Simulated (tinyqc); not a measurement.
# Changing the charge q

Model: finite-size error of a charged defect in a periodic cell: Madelung and Makov-Payne terms. Computed by tinyqc, a small Python program. Command: `OMP_NUM_THREADS=1 python tinyqc.py 3004747 3004748 out.jsonl imagecharge sweep`. One thread of a shared host (Intel(R) Xeon(R) Processor @ 2.30GHz), about 0.03 s of CPU time with the checks.

L is the cube root of the cell volume. The defect charge is a Gaussian, rho(r) = q (2 pi sigma^2)^(-3/2) exp(-r^2/2 sigma^2), repeated periodically in a uniform neutralising background and screened by a continuum. The model cell energy is E(L) = E_0 + [periodic - isolated electrostatic energy].

Inputs (values chosen for the exercise, for a model uniaxial host): cell length L = 14.8 angstrom; dielectric constant eps_xy = 9.2; dielectric constant eps_z = 11; axis ratio c/a = 0.92; width sigma of the defect charge = 2.1 angstrom; formation energy of the isolated defect E_0 = 5.557 eV.

Supercell lattice: tetragonal. Screening: uniaxial.

Constants: e^2/(4 pi eps_0) = 14.39964548 eV angstrom.

Method:
- Cell vectors: (1,0,0), (0,1,0), (0,0,c/a), scaled to volume L^3.
- Ewald sum for a unit point charge: scale each Cartesian component of the cell by 1/sqrt(eps_i), giving R', G' and V'; E = [ (1/2) sum erfc(eta R')/R' + (2 pi/V') sum exp(-G'^2/4 eta^2)/G'^2 - eta/sqrt(pi) - pi/(2 V' eta^2) ] e^2/(4 pi eps_0) / sqrt(eps_x eps_y eps_z), over n_i = -6..6, omitting n = (0,0,0), eta = 2/V'^(1/3). alpha = -2 E eps_g L/(e^2/(4 pi eps_0)), eps_g = (eps_x eps_y eps_z)^(1/3).
- Periodic energy of the Gaussian: (2 pi q^2/V) sum_(G != 0) exp(-sigma^2 G^2)/(G.eps.G) x e^2/(4 pi eps_0), n_i = -k..k with k = max(9, L/sigma rounded up). Isolated energy: q^2/(2 sqrt(pi) sigma) <1/(n.eps.n)> e^2/(4 pi eps_0), the mean over directions n (64 Gauss-Legendre points in cos(theta)).

One run for each value:
```
charge q (e)  point-charge correction -q^2 E (eV)  finite-size error (eV)
1                                          0.1399                 -0.1277
2                                          0.5597                 -0.5107
3                                          1.2594                 -1.1490
4                                          2.2389                 -2.0426
5                                          3.4982                 -3.1916
```

What does the table show, and why?

Over the rows, point-charge correction -q^2 E (eV) rises from 0.140 to 3.50 (exponent d ln y / d ln x about 2.0 throughout); finite-size error (eV) falls from -0.128 to -3.19 (exponent d ln y / d ln x about 2.0 throughout). Every term goes as q^2.
